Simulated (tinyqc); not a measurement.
Worked calculation: leakage through a gate insulator: direct, Fowler-Nordheim, trap-assisted and Poole-Frenkel currents. Computed by tinyqc, a small Python program that keeps every step. Command: `OMP_NUM_THREADS=1 python tinyqc.py 3022197 3022198 out.jsonl oxideleak walk`. One thread of a shared host (Intel(R) Xeon(R) Processor @ 2.30GHz), about 0.01 s of CPU time with the checks. Intermediate numbers are printed to about 6 digits and carried at full precision; extremes and crossings named in words are read from the listed rows.

Electrons enter from the cathode Fermi level at x = 0; the conduction band of the insulator lies phi_b - e F x above it, F = V/t. WKB exponents use a parabolic band with mass m.

Inputs (values chosen for the exercise, with an insulator like SiO2):
```
quantity                          value   unit
thickness t                         3.3     nm
barrier phi_b                      3.02     eV
tunnelling mass m                  0.41    m_0
static constant eps_ox             3.77      -
optical constant eps_opt            2.2      -
voltage across the insulator V     0.91      V
trap depth phi_t                    1.6     eV
trap density N_t                3.1e+17  cm^-3
attempt rate nu_0                 1e+13    1/s
activation of capture E_a          0.19     eV
temperature T                       200      K
```

Constants: hbar^2/(2 m_0) = 3.80998212 eV angstrom^2; e = 1.602176634e-19 C; hbar = 1.054571817e-34 J s; k_B = 8.617333262e-05 eV/K; eps_0 = 8.8541878128e-12 F/m.

## Field and tunnelling without traps

For a level a distance phi(x) below the band, the WKB exponent is 2 int kappa dx with kappa = sqrt(m phi/(hbar^2/2m_0)); for a linear barrier from phi_1 down to phi_2 = max(phi_1 - e F d, 0) it is G = (4/3) sqrt(m/(hbar^2/2m_0)) (phi_1^(3/2) - phi_2^(3/2))/(e F). J_tun = e^3 F^2/(16 pi^2 hbar m phi_b) x exp(-G) / [1 - sqrt(phi_2/phi_b)]^2 with the free-electron mass in the cathode (m in m_0), phi_2 = max(phi_b - e V, 0): direct tunnelling for e V < phi_b, Fowler-Nordheim above. Image forces, back-flow and the limit on supply are left out, so J_tun is overstated below about 0.5 V. Equivalent oxide thickness = 3.9 t/eps_ox.

field F = 2.75758 MV/cm

equivalent oxide thickness = 3.41379 nm

WKB exponent G = 34.6294

tunnelling current J_tun = 3.20958e-07 A/cm^2

The barrier is a trapezoid: direct tunnelling.

## One trap at several depths

A trap at depth x lies phi_t below the band. Capture: tunnel at the cathode Fermi level from 0 to x (G_in from phi_1 = phi_b), rate nu_0 exp(-G_in - E_c/k_B T) with E_c = E_a + max(phi_b - phi_t - e F x, 0), the last term being the height of the trap above the cathode Fermi level. Emission: tunnel from the trap level to the anode (G_out from phi_1 = phi_t over t - x), rate nu_0 exp(-G_out - E_a/k_B T). Re-emission to the cathode follows from detailed balance, rate_back = rate_in exp(dE/k_B T) with dE = phi_b - phi_t - e F x. Each trap passes R = rate_in rate_out/(rate_in + rate_back + rate_out) electrons per second; filling from the anode is left out. Depths: t times 0.08, 0.2, 0.32, 0.44, 0.56, 0.68, 0.8 and 0.92, rounded to 0.01 nm.

Rates:
```
x (nm)     G_in    G_out  E_c (eV)  rate in (1/s)  rate back (1/s)  rate out (1/s)      R (1/s)
0.26     2.9467  21.5570   1.53830    9.05143e-28      8.55970e+06     7.08150e-02  7.48832e-36
0.66     7.4105  19.1856   1.42800    6.27554e-27      9.86003e+04     7.58613e-01  4.82825e-32
1.06    11.7883  16.6590   1.31770    4.74134e-26      1.23770e+03     9.49067e+00  3.60800e-28
1.45    15.9723  14.0548   1.21015    3.70541e-25      1.88592e+01     1.28316e+02  3.23060e-25
1.85    20.1753  11.2469   1.09985    3.33447e-24      2.81967e-01     2.12684e+03  3.33402e-24
2.24    24.1852   8.3819   0.99230    3.10142e-23      5.11336e-03     3.73247e+04  3.10142e-23
2.64    28.2057   5.3184   0.88200    3.34957e-22      9.17533e-05     7.98817e+05  3.34957e-22
3.04    32.1306   2.1334   0.77170    3.98056e-21      1.81160e-06     1.93066e+07  3.98056e-21
```

The most effective of these traps sits at 3.04 nm, 92 % of the way; where rate back exceeds rate out, re-emission drains the trap, and elsewhere the slower forward step limits R.

## Trap-assisted current

J_TAT = e N_t int_0^t R dx by the midpoint rule on 400 intervals; the most effective depth is the midpoint with the largest R, rounded to 0.01 nm.

trap-assisted current J_TAT = 1.63374e-29 A/cm^2

most effective depth = 3.3 nm

Caution: a current below about 1e-15 A/cm^2 is not measurable.

## Poole-Frenkel bound

Poole-Frenkel emission over the lowered barrier of a charged trap: lowering sqrt(e F/(pi eps_opt eps_0)); J_PF = e N_t^(2/3) nu_0 exp(-(phi_t - lowering)/k_B T), one sheet of traps emitting with supply unlimited (an upper bound).

barrier lowering = 0.849686 eV

Poole-Frenkel bound J_PF = 9.08926e-14 A/cm^2

Caution: the film is too thin for the Poole-Frenkel picture (the lowering is a large part of the whole drop, or the traps are further apart than the film is thick), so J_PF is only nominal.

## Total without and with traps

J = J_tun + J_TAT (the Poole-Frenkel bound is not added); the ratio J/J_tun is the excess that stress-made traps add.

total current J = 3.20958e-07 A/cm^2

J/J_tun = 1

## Against voltage

The formulas are those given above.

Currents:
```
V (V)  F (MV/cm)  J_tun (A/cm^2)  J_TAT (A/cm^2)  best depth (nm)
0.40      1.2121     6.35545e-08     1.12672e-39             1.44
0.80      2.4242     2.24364e-07     2.88767e-32             3.30
1.20      3.6364     8.46618e-07     4.89087e-22             3.30
1.61      4.8788     3.59206e-06     3.78164e-14             2.92
2.01      6.0909     1.63156e-05     1.14385e-11             2.33
2.42      7.3333     8.86515e-05     5.52542e-10             1.94
2.82      8.5455     5.61910e-04     8.22230e-09             1.66
3.23      9.7879     7.78351e-03     6.52825e-08             1.46
3.63     11.0000     1.30297e-01     3.16003e-07             1.29
```

Tunnelling without traps rules in every row. Over the range J_tun grows by 6.3 decades and J_TAT by 32.4. The highest rows may lie beyond breakdown. Below about 0.5 V the formula for J_tun, which has no back-flow, overstates the current.

## Against thickness at fixed field

The formulas are those given above.

Currents:
```
t (nm)    V (V)  J_tun (A/cm^2)  J_TAT (A/cm^2)
1.2     0.33091     4.98797e+03     9.17188e-35
1.6     0.44121     3.88660e+01     7.67301e-34
2.2     0.60667     3.96627e-02     2.13680e-32
3.0     0.82727     7.08995e-06     2.48418e-30
4.0     1.10303     3.09531e-10     1.65133e-27
5.5     1.51667     3.82855e-16     1.22704e-23
7.5     2.06818     8.63825e-23     1.26220e-23
10.0    2.75758     1.13042e-28     1.25946e-23
```

Between the first rows J_tun falls by 5.27 decades per nm. J_TAT overtakes J_tun between 7.5 and 10 nm. Below about 0.5 V the formula for J_tun, which has no back-flow, overstates the current.

Checks made by the program: the WKB exponent by quadrature (relative difference below 1e-10); the integral with twice the points (relative difference 9e-05).
